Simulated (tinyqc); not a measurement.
Cyclotron masses against the field direction: averaged masses of warped heavy- and light-hole bands.

Four-band hole energies E = c k^2 f(u), c = hbar^2/2m0, f = g1 -/+ 2 sqrt(g2^2 + 3 (g3^2 - g2^2) s), s = ux^2 uy^2 + uy^2 uz^2 + uz^2 ux^2 for the unit vector u; minus for heavy, plus for light holes; the mass along u is 1/f.

Parameters, chosen for this exercise (out of a larger set: near those of InAs; not measured data): g1 = 19.99 (Luttinger gamma1); g2 = 8.5 (gamma2); g3 = 9.18 (gamma3).

For the central orbit m_cyc is the mean of 1/f(u) over the directions u normal to B (360 points on the circle). B lies in the (1-10) plane at the angle from [001]; 54.7 degrees is [111], 90 is [110].

Masses (m0):

| angle (degrees) | heavy | light |
|---|---|---|
| 0.0 | 0.4137 | 0.0267 |
| 15.0 | 0.4303 | 0.0266 |
| 30.0 | 0.4712 | 0.0264 |
| 54.7 | 0.5101 | 0.0263 |
| 70.0 | 0.5041 | 0.0263 |
| 90.0 | 0.4981 | 0.0264 |

Give the missing row, angle (degrees) = 45.0.

Computed row:
```
angle (degrees)   heavy   light
45.0             0.5046  0.0263
```

The heavy mass is smallest at 0 and largest at 54.7 degrees of the angles listed, a spread of 23 %; the light mass varies by 1.4 %. The orbit normal to [001] has s between 0 and 1/4, the orbit normal to [111] has s = 1/4 all round, which gives 1/(g1 - sqrt(g2^2 + 3 g3^2)) = 0.5101. This is the classical limit; low Landau levels of holes depart from it.

Run: tinyqc, `OMP_NUM_THREADS=1 python tinyqc.py 1081559 1081560 out.jsonl`; Intel(R) Xeon(R) Processor @ 2.30GHz, one thread, shared host; about 0.03 s of CPU time with all checks.
